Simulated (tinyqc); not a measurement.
Luttinger-Kohn k.p, four valence bands, step by step. One step of it, computed by the program tinyqc.

Question. Hole masses. E = c [g1 k^2 -/+ 2 sqrt(g2^2 k^4 + 3 (g3^2 - g2^2)(kx^2 ky^2 + ky^2 kz^2 + kz^2 kx^2))] with c = hbar^2/2m, and m* = hbar^2 k^2 / (2 E).

Luttinger parameters chosen for this model; energies are counted downward from the top of the valence band:
```
parameter     value  unit
g1         9.830000
g2         0.930000
g3         1.580000
```

Give: Masses.

Answer.

Masses (electron masses):
```
direction   heavy   light
[100]      0.1255  0.0855
[110]      0.1441  0.0786
[111]      0.1499  0.0770
```
